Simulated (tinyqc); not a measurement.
Inside a calculation. Method: tight binding, dimerised chain. Computed by tinyqc, a small Python program that keeps every step. Settings: t1 = 2.05, t2 = 0.81, delta = 0, points = 12, cells = 3. Command: `OMP_NUM_THREADS=1 python tinyqc.py 31870 31871 out.jsonl` (the two numbers bound the seeds that draw the settings). One thread of a shared host (Intel(R) Xeon(R) Processor @ 2.60GHz), about 0.01 s of CPU time with the checks.

## Bloch Hamiltonian at k

Parameters chosen for this model:
```
parameter     value                      unit
t1         2.050000       eV, inside the cell
t2         0.810000         eV, between cells
delta             0  eV, +/- on the two sites
```

k point k (2 pi / a): 0.030000

H_AA = +delta, H_BB = -delta, H_AB = -t1 - t2 exp(-i k a).

H(k) at k (eV):
```
                     A                    B
A             0.000000  -2.845653+0.151779i
B  -2.845653-0.151779i             0.000000
```

## Levels at k

Diagonalise the Hermitian matrix.

eigenvalues (eV): -2.849698  2.849698

weights |c|^2 of the basis functions:
```
     band 1    band 2
A  0.500000  0.500000
B  0.500000  0.500000
```

## Bloch Hamiltonian at X

k point X (2 pi / a): 0.500000

As before.

H(k) at X (eV):
```
           A          B
A   0.000000  -1.240000
B  -1.240000   0.000000
```

## Levels at X

As before.

eigenvalues (eV): -1.240000  1.240000

weights |c|^2 of the basis functions:
```
     band 1    band 2
A  0.500000  0.500000
B  0.500000  0.500000
```

## Bands along a path

The same steps at evenly spaced points between the labelled ones.

Bands along the path (eV):
```
k            band 1    band 2
G         -2.860000  2.860000
G-X 0.33  -2.553253  2.553253
G-X 0.67  -1.788323  1.788323
X         -1.240000  1.240000
```

With 1 band(s) filled, the highest filled level on these points lies at X and the lowest empty one at X: a gap of 2.4800 eV, direct.

## Berry (Zak) phase of the lower band

On 12 points k_j = j/N: phase = -Im ln of the product of <u_j|u_(j+1)>, closed with u_N = u_0 (the cell-periodic part is taken without the site positions). Single arguments depend on the phases chosen for the u_j; only their sum modulo 2 pi does not.

Overlaps:
```
j   |<u_j|u_j+1>|  argument (rad)
0        0.997331       -0.073072
1        0.997817       -0.066088
2        0.998800       -0.048987
3        0.999910       -0.013394
4        0.998451        0.055662
5        0.989378        0.145879
6        0.989378        0.145879
7        0.998451        0.055662
8        0.999910       -0.013394
9        0.998800       -0.048987
10       0.997817       -0.066088
11       0.997331       -0.073072
```

phase / pi, folded into (-1, 1] = 0.000000

## Open chain of 3 cells

H of the open chain (eV), lower triangle:
```
           1          2          3          4          5         6
1   0.000000
2  -2.050000   0.000000
3   0.000000  -0.810000   0.000000
4   0.000000   0.000000  -2.050000   0.000000
5   0.000000   0.000000   0.000000  -0.810000   0.000000
6   0.000000   0.000000   0.000000   0.000000  -2.050000  0.000000
```

The same hoppings without the wrap-around bond.

levels (eV): -2.658650  -2.129983  -1.521333  1.521333  2.129983  2.658650

weights of the highest filled level on the sites: 0.175835  0.096838  0.227327  0.227327  0.096838  0.175835

The bulk gap runs from -1.2400 to 1.2400 eV; no level of this chain lies inside it.
